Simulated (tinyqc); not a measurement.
Temperature: two-band k.p model of the X valleys of a zinc-blende crystal.

k along the valley axis, counted from X, c = hbar^2/2m0, e = c k^2/ml. H = [[e - D/2, i P k], [-i P k, e + D/2]] with P^2 = D0 c/ml, so E = e -/+ sqrt(D^2/4 + D0 e). For D = 0 (diamond lattice) the bands cross at X.

With x = D/D0: for x < 1 the minima lie at k_m = sqrt(ml D0 (1 - x^2)/(4 c)), the hump at X has the height dE = (D0/4)(1 - x)^2 and the mass at the minimum is ml/(1 - x^2); the mass at X is ml/(1 - 1/x), negative for x < 1. For x > 1 the minimum is at X.

Thermal masses along the axis for one X point, lower band, E from the minimum, on 1601 points from -0.8 to 0.8 1/angstrom: density-of-states mass m_d = c I^2/(pi kT), I = integral of exp(-E/kT) dk; conductivity mass m_c = 2 c kT/<(dE/dk)^2> with central differences.

Constants: hbar^2/2m0 = 3.80998211 eV angstrom^2; kB = 8.617333262e-05 eV/K.

Parameters, chosen for this exercise (out of a larger set: of the order of those of AlAs; not measured data): D = 0.342 eV (splitting of the two conduction levels at X); D0 = 0.127 eV (coupling energy); ml = 0.584 m0 (mass along the axis from remote bands).

Thermal masses against T.

Results:

| T (K) | kT (meV) | m_d | m_c |
|---|---|---|---|
| 10 | 0.86 | 0.928 | 0.927 |
| 20 | 1.72 | 0.927 | 0.924 |
| 50 | 4.31 | 0.923 | 0.918 |
| 100 | 8.62 | 0.918 | 0.908 |
| 200 | 17.23 | 0.909 | 0.891 |
| 300 | 25.85 | 0.901 | 0.877 |
| 500 | 43.09 | 0.887 | 0.856 |

m_d goes from 0.928 to 0.887 and m_c goes from 0.927 to 0.856. Both start from the edge mass 0.929 and tend to ml = 0.584 for kT far above D0. 

Program tinyqc; command `OMP_NUM_THREADS=1 python tinyqc.py 1880323 1880324 out.jsonl`; about 0.01 s on one thread of a shared Intel(R) Xeon(R) Processor @ 2.30GHz.
